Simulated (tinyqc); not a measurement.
Comparisons within one model: Peierls distortion of a half-filled chain. A value that a table varies takes the place of the one given here.

Atoms move by +/- u, so bonds change by -/+ 2u and hoppings are t +/- 2 al u. Bands E = -/+ sqrt((2 t cos x)^2 + D^2 sin^2 x) with D = 4 al u, x = k a in (0, pi/2); the gap is 2D. Energy per atom at zero temperature: E(u) = -mean_x sqrt(...) + 2 K u^2; exactly, the mean is (4t/pi) E(1 - z^2), z = D/2t, E the complete elliptic integral of the second kind with parameter m. Coupling lambda = 2 al^2/(pi t K).

Constants: kB = 8.617333262e-05 eV/K.

Values chosen for the exercise: t = 2.47 eV (hopping of the even chain); al = 5.3 eV/angstrom (change of hopping with bond length); K = 28.3 eV/angstrom^2 (spring constant of a bond).

## Energy against distortion

Exact means; both parts are counted from u = 0.

Energies per atom:

| u (angstrom) | gap (eV) | electrons (meV) | springs (meV) | total (meV) |
|---|---|---|---|---|
| 0.0052 | 0.220 | -3.67 | 1.53 | -2.14 |
| 0.0129 | 0.547 | -18.24 | 9.42 | -8.82 |
| 0.0258 | 1.094 | -59.73 | 37.68 | -22.06 |
| 0.0387 | 1.641 | -117.26 | 84.77 | -32.49 |
| 0.0516 | 2.188 | -187.23 | 150.70 | -36.53 |
| 0.0645 | 2.735 | -267.28 | 235.47 | -31.81 |
| 0.0774 | 3.282 | -355.75 | 339.08 | -16.67 |
| 0.0903 | 3.829 | -451.37 | 461.52 | 10.16 |
| 0.1135 | 4.812 | -638.28 | 729.14 | 90.86 |

The ratio of electronic gain to elastic cost is 2.40 in the first row and 0.88 in the last: the gain goes as u^2 ln(1/u), so it wins at small u for any K. The total is lowest at u = 0.0516 angstrom and turns positive between 0.0774 and 0.0903.

## A coarse mesh hides or distorts the instability

u0 from the gap equation K = 4 al^2 mean(sin^2 x/|E|) on the mesh x_j = (j + 1/2) pi/(2N); 0 where it has no root.

Results:

| N | u0 (angstrom) | gap (eV) | smallest \|E\| at u = 0 (eV) |
|---|---|---|---|
| 1 | 0.0000 | 0.000 | 3.493 |
| 2 | 0.0000 | 0.000 | 1.890 |
| 3 | 0.0430 | 1.825 | 1.279 |
| 4 | 0.0491 | 2.083 | 0.964 |
| 6 | 0.0513 | 2.174 | 0.645 |
| 8 | 0.0515 | 2.185 | 0.484 |
| 12 | 0.0516 | 2.187 | 0.323 |
| 20 | 0.0516 | 2.187 | 0.194 |
| 40 | 0.0516 | 2.187 | 0.097 |
| 4000 | 0.0516 | 2.187 | 0.001 |

For N = 1 and 2 no distortion is found: the mesh leaves its own gap at u = 0, which cuts off the logarithm. u0 is within 1 % of the last row from N = 6 on; the mesh must resolve D = 1.093 eV, and the coherence length xi/a = 2t/D is 4.5.

## Closing of the gap with temperature

The gap equation gains the factor tanh(|E|/2kT); 4000 points; Tp is where its root reaches zero.

Results:

| T/Tp | T (K) | u (angstrom) | u/u0 |
|---|---|---|---|
| 0.20 | 1371 | 0.0516 | 1.000 |
| 0.40 | 2743 | 0.0509 | 0.987 |
| 0.60 | 4114 | 0.0471 | 0.913 |
| 0.70 | 4800 | 0.0432 | 0.837 |
| 0.80 | 5485 | 0.0371 | 0.720 |
| 0.90 | 6171 | 0.0276 | 0.535 |
| 0.95 | 6514 | 0.0200 | 0.387 |
| 0.99 | 6788 | 0.0091 | 0.176 |

Tp = 6857 K

D(0)/(kB Tp) = 1.850, against 1.764 at weak coupling. u/u0 is 0.913 at 0.6 Tp and 0.535 at 0.9 Tp, and near Tp it goes as sqrt(1 - T/Tp): 2.20 between the last two rows against sqrt(5) = 2.24. In a single chain fluctuations forbid this transition; coupling between chains sets the real one, far lower.

## What moves the distortion

Exact means. Each row changes one parameter from the base and keeps the others.

Results:

| case | lambda | u0 (angstrom) | gap (eV) | E(u0) - E(0) (meV) |
|---|---|---|---|---|
| base | 0.2558 | 0.0516 | 2.187 | -36.53 |
| t = 2.594 eV | 0.2436 | 0.0487 | 2.064 | -31.22 |
| al = 5.565 eV/angstrom | 0.2821 | 0.0601 | 2.676 | -53.76 |
| K = 29.72 eV/angstrom^2 | 0.2436 | 0.0464 | 1.965 | -29.73 |

The largest shifts from the base row, up to three for each result and ties (the steps differ in size, so this ranks the rows, not the parameters). lambda: al +0.0262, t -0.0122, K -0.0122. u0 (angstrom): al +0.0085, K -0.0052, t -0.0029. gap (eV): al +0.489, K -0.221, t -0.123. E(u0) - E(0) (meV): al -17.23, K +6.80, t +5.31.

tinyqc: `OMP_NUM_THREADS=1 python tinyqc.py 1681529 1681530 out.jsonl`; about 0.1 s, one thread, shared Intel(R) Xeon(R) Processor @ 2.30GHz.
